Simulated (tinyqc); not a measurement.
Worked calculation: trap-assisted generation and recombination current of an abrupt junction. Computed by tinyqc, a small Python program that keeps every step. Command: `OMP_NUM_THREADS=1 python tinyqc.py 3008179 3008180 out.jsonl junctionleak walk`. One thread of a shared host (Intel(R) Xeon(R) Processor @ 2.30GHz), about 0.01 s of CPU time with the checks. Intermediate numbers are printed to about 6 digits and carried at full precision; extremes and crossings named in words are read from the listed rows.

Depletion approximation, flat quasi-Fermi levels across the depleted layer, long neutral regions with minority lifetimes tau_n and tau_p, full ionisation and Boltzmann statistics. Voltages in exponents stand for e V.

Inputs (values chosen for the exercise, with bands and screening modelled on GaSb): gap E_g = 0.719 eV; electron mass m_e = 0.0399 m_0; valleys M_c = 1; hole mass m_h = 0.404 m_0; dielectric constant eps = 16.2; acceptor density N_A = 4.2e+16 cm^-3; donor density N_D = 6.6e+17 cm^-3; capture time tau_n = 2.2e-06 s; capture time tau_p = 1.8e-06 s; trap level E_t - E_i = 0 eV; electron diffusion coefficient D_n = 100 cm^2/s; hole diffusion coefficient D_p = 1.1 cm^2/s; forward bias V = 0.3 V; reverse bias V_r = 3 V; temperature T = 300 K; tunnelling mass m_t = 0.16 m_0.

Field enhancement: Hurkx tunnelling factor.

Constants: k_B = 8.617333262e-05 eV/K; m_0 = 9.1093837015e-31 kg; k_B = 1.380649e-23 J/K; h = 6.62607015e-34 J s; e = 1.602176634e-19 C; eps_0 = 8.8541878128e-12 F/m; hbar = 1.054571817e-34 J s.

## Built-in voltage and diffusion current

N_c = 2 M_c (2 pi m_e k_B T/h^2)^(3/2) and N_v = 2 (2 pi m_h k_B T/h^2)^(3/2), masses in units of m_0. n_i = sqrt(N_c N_v) exp(-E_g/2 k_B T); V_bi = (k_B T/e) ln(N_A N_D/n_i^2); diffusion saturation current J_d0 = e n_i^2 [sqrt(D_n/tau_n)/N_A + sqrt(D_p/tau_p)/N_D].

k_B T = 0.0258520 eV

n_i = 1.03694e+12 cm^-3

V_bi = 0.619747 V

J_d0 = 2.78580e-08 A/cm^2

Caution: one side is doped near or above its effective density of states, so Boltzmann statistics understate V_bi.

## Depleted layer under reverse bias

W = sqrt(2 eps eps_0 (V_bi - V)(1/N_A + 1/N_D)/e), x_p = W N_D/(N_A + N_D), x_n = W - x_p, peak field F_m = 2 (V_bi - V)/W; reverse bias means V = -V_r.

W = 405.138 nm

x_p = 380.899 nm

x_n = 24.2390 nm

peak field F_m = 178692 V/cm

Caution: at such a field avalanche multiplication or band-to-band tunnelling, left out here, may dominate the reverse current.

## Field enhancement at the peak field

Both capture times are divided by 1 + Gamma, Gamma = 2 sqrt(3 pi) (F/F_G) exp((F/F_G)^2), F_G = sqrt(24 m_t (k_B T)^3)/(e hbar) (the low-field Hurkx form), F being the local field, linear in x from 0 at the edges to F_m.

F_G = 295074 V/cm

Gamma at F_m = 5.36551

## Generation across the layer

Potential from the p edge: phi = (V_bi - V) x^2/(x_p W) on the p side and (V_bi - V)[1 - (W - x)^2/(x_n W)] on the n side; p = N_A exp(-phi/k_B T), n = n_i^2 exp(V/k_B T)/p; U = (n p - n_i^2)/[tau_p (n + n_i exp(dE/k_B T)) + tau_n (p + n_i exp(-dE/k_B T))], dE = E_t - E_i, n1 = n_i exp(dE/k_B T), p1 = n_i exp(-dE/k_B T); J_t = e int U dx by the trapezoid rule on 400 intervals on each side.

Profile under reverse bias:
```
x (nm)   F (V/cm)    n (cm^-3)    p (cm^-3)  generation -U (cm^-3 s^-1)
19.045       8935  1.42365e-43  3.02219e+16                 1.91801e+13
57.135      26804  1.98071e-42  2.17222e+15                 3.51225e+14
114.270     53608  1.43172e-38  3.00515e+11                 4.81380e+17
190.449     89346  2.01004e-29  2.14052e+02                 7.87463e+17
266.629    125085  1.05737e-15  4.06911e-12                 1.06679e+18
342.809    160823  2.08411e+03  2.06445e-30                 1.42681e+18
380.899    178692  1.51843e+14  2.83355e-41                 2.46679e+16
388.110    125531  1.05705e+16  4.07034e-43                 2.33361e+14
397.805     54054  3.06641e+17  1.40312e-44                 4.21395e+12
403.865      9381  6.44936e+17  6.67128e-45                 1.10722e+12
```

## Reverse current

Generation lifetime tau_g = tau_p exp(dE/k_B T) + tau_n exp(-dE/k_B T); textbook estimate e n_i W/tau_g; generation current J_g = -J_t; total = J_g + J_d0 (1 - exp(-V_r/k_B T)).

generation current = 4.31412e-06 A/cm^2

tau_g = 4.00e-06 s

estimate e n_i W/tau_g = 1.68270e-06 A/cm^2

total reverse current = 4.34198e-06 A/cm^2

The integral is 2.56 times the estimate, through the field enhancement. Generation carries 99.4 % of the reverse current.

## Forward current and ideality

Total J = J_t + J_d0 (exp(V/k_B T) - 1); ideality n = (e/k_B T) dV/d ln J, central difference of 1 mV.

recombination current in the layer = 5.76022e-05 A/cm^2

total forward current = 0.00311058 A/cm^2

ideality factor = 1.00868

## Which current rules in forward bias

J_d = J_d0 (exp(V/k_B T) - 1). Ideality n = (e/k_B T) dV/d ln J, central difference of 1 mV. The rows stop just below the bias where n = 0.1 p or tau_p n = 0.1 tau_n p at the p edge, or the like at the n edge.

Forward characteristic:
```
V (V)  J_t (A/cm^2)  J_d (A/cm^2)  ideality of J_t  ideality of the sum
0.10    9.12094e-07   1.30528e-06          1.73421              1.19272
0.15    2.65473e-06   9.19443e-06          1.86168              1.11278
0.21    9.10121e-06   9.39000e-05          1.89449              1.04324
0.26    2.52889e-05   6.49739e-04          1.88737              1.01789
0.32    8.72135e-05   6.61776e-03          1.85943              1.00604
0.37    2.48997e-04   4.57800e-02          1.82730              1.00245
0.43    8.96664e-04   4.66264e-01          1.80307              1.00086
0.48    2.58196e-03   3.22548e+00          1.88996              1.00038
```

Diffusion rules over the whole range. The ideality of J_t alone lies between 1.73 and 1.89; it stays below 2 because the zone where n and p are alike widens as the field falls, and at the lowest bias the terms in n1 and p1 lower it too.

## Leakage against temperature

The gap, capture times and diffusion coefficients are held fixed. J_g = -J_t at V = -V_r. The last column is -k_B d ln(J_g + J_d0)/d(1/T) from this row and the one above.

Reverse current:
```
T (K)  generation (A/cm^2)  diffusion (A/cm^2)  activation energy (eV)
240            1.44641e-07         1.36318e-11                       -
270            9.36931e-07         9.23853e-10                0.347931
300            4.31412e-06         2.78580e-08                0.356562
340            2.24428e-05         1.06916e-06                0.371184
380            8.46626e-05         1.97612e-05                0.414990
420            2.52923e-04         2.15964e-04                0.516402
480            9.54621e-04         3.86198e-03                0.674478
```

The activation energy goes from 0.348 to 0.674 eV. Generation alone gives about E_g/2 + dE if tau_p exp(dE/k_B T) exceeds tau_n exp(-dE/k_B T), else E_g/2 - dE, here 0.359 eV, plus 1.5 k_B T, less where tunnelling helps, and diffusion E_g = 0.719 eV plus 3 k_B T; diffusion takes over by 480 K.

Checks made by the program: the integral with twice the points (relative difference 3e-06); the forward integral with twice the points (relative difference 1e-07).
